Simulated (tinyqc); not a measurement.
Thin-body transistor below threshold, two-dimensional Poisson equation on a small mesh: two steps of the calculation.

A thin body on a thick buried insulator of low permittivity, taken as carrying no normal field at the bottom of the body (row 0). Mobile charge is neglected (subthreshold), the body is fully depleted, and potentials are counted from the intrinsic level; rows run upward to the gate, columns from source to drain.

Parameters, values chosen for the exercise; semiconductor permittivity close to that of silicon:
- eps_r = 11.8 (relative permittivity of the semiconductor)
- eox = 3.9 (relative permittivity of the insulator)
- tb = 3 nm (body thickness)
- tox = 2.3 nm (insulator thickness)
- L = 29 nm (channel length)
- Na = 0 cm^-3 (acceptor density of the depleted body)

Constants: q = 1.602176634e-19 C, eps0 = 8.8541878128e-14 F/cm where lengths are in cm. Results are converted to the units shown.

Question 1. Coefficients of the five-point equations. Mesh: rows i = 0..2 in the semiconductor (step hs = tb/2, row 2 on the interface), then 1 step(s) ho = tox/1 up to the gate row 3; columns j = 0..4 (step hy = L/4). Box integration, divided by eps0: up_i = eps hy/h of the interval above row i, dn_i = that of the interval below (0 for row 0), lat_i = (sum of eps h/2 over the intervals above and below)/hy, s_i = -q Na w_i hy/eps0 with w_i the semiconductor height of the box (hs/2 for row 0 and the interface row, hs between, 0 in the insulator). Each free node obeys (up + dn + 2 lat) psi = up psi(above) + dn psi(below) + lat [psi(left) + psi(right)] + s.

Find: up; dn; lat; s.

Answer 1.

```
row,up,dn,lat,s (V)
0,57.03,0,1.221,0
1,57.03,57.03,2.441,0
2,12.29,57.03,1.839,0
```

Question 2. Over-relaxation sweep (omega = 1.5). Free nodes: rows 0..2, columns 1..3, taken row by row from row 0, left to right. t = (up psi(above) + dn psi(below) + lat [psi(left) + psi(right)] + s)/(up + dn + 2 lat), with the newest neighbours; psi(new) = psi + 1.5 (t - psi).

psi after iteration 1 (V):
```
,j=0,j=1,j=2,j=3,j=4
row 0,0.5900000,0.0181642,0.0005592,0.0489682,1.5900000
row 1,0.5900000,0.0312281,0.0013636,0.0842115,1.5900000
row 2,0.5900000,0.0285805,-0.0276324,0.1274150,1.5900000
row 3,-0.1200000,-0.1200000,-0.1200000,-0.1200000,-0.1200000
```

```
row,up,dn,lat,s (V)
0,57.033333,0,1.2206897,0
1,57.033333,57.033333,2.4413793,0
2,12.293478,57.033333,1.8393103,0
```

Wanted: psi after iteration 2.

Answer 2.

psi after iteration 2 (V):
```
,j=0,j=1,j=2,j=3,j=4
row 0,0.590,0.054,0.005,0.146,1.590
row 1,0.590,0.062,-0.013,0.203,1.590
row 2,0.590,0.049,-0.025,0.203,1.590
row 3,-0.120,-0.120,-0.120,-0.120,-0.120
```

Numbers from tinyqc (`OMP_NUM_THREADS=1 python tinyqc.py 2480017 2480018 out.jsonl`; about 0.09 s on one thread of a shared Intel Xeon 2.30GHz).
